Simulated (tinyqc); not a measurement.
## Voltage drop against the pad pitch

A grid of 25 by 25 nodes with segments Rx (rows) and Ry (columns); every node draws I1 and the central node kh I1; pads with resistance Rp sit at the nodes whose row and column are multiples of the pitch, counting from 0. The drops u = Vdd - V follow from G u = i, with G the conductance matrix and i the load currents, solved directly.

Values chosen for this exercise:
- Vdd = 0.9 V (supply voltage)
- Rx = 1.2 ohm (resistance of a horizontal segment)
- Ry = 0.76 ohm (resistance of a vertical segment)
- Rp = 0.37 ohm (resistance from a pad node to the supply)
- kh = 3 (factor on the load at the hot node)
- I1 = 0.7 mA (load current of a node in the large grid)

Results:
```
pitch (nodes)	pads	worst drop (mV)	mean drop (mV)	largest drop at a pad (mV)	largest pad current (mA)	worst drop over Vdd (%)
1	625	0.48444	0.25983	0.48444	1.3093	0.053826
2	169	1.7923	1.3754	1.3049	3.5269	0.19914
3	81	4.1082	3.3219	2.6078	7.0480	0.45647
4	49	7.6300	6.1034	4.3555	11.772	0.84777
6	25	17.175	14.035	8.8906	24.029	1.9084
8	16	31.095	24.905	13.775	37.230	3.4550
24	4	216.15	190.89	40.598	109.72	24.017
```

Estimate the missing row, pitch = 12 nodes.

Computed row:
```
pitch (nodes)	pads	worst drop (mV)	mean drop (mV)	largest drop at a pad (mV)	largest pad current (mA)	worst drop over Vdd (%)
12	9	61.176	54.067	27.866	75.313	6.7974
```

With this row back in the table: The worst drop goes from 0.484 to 216 mV while the number of pads falls from 625 to 4; between the last two rows it goes as pitch^(1.82). The largest drop at a pad is 100 % of the worst drop in the first row and 18.8 % in the last; the rest falls along the wires. For pitch = 24 the drop exceeds 15 % of the supply, where loads no longer draw a fixed current.

Program tinyqc, `OMP_NUM_THREADS=1 python tinyqc.py 2770118 2770119 out.jsonl`; Intel Xeon 2.30GHz, shared host, one thread, about 0.3 s.
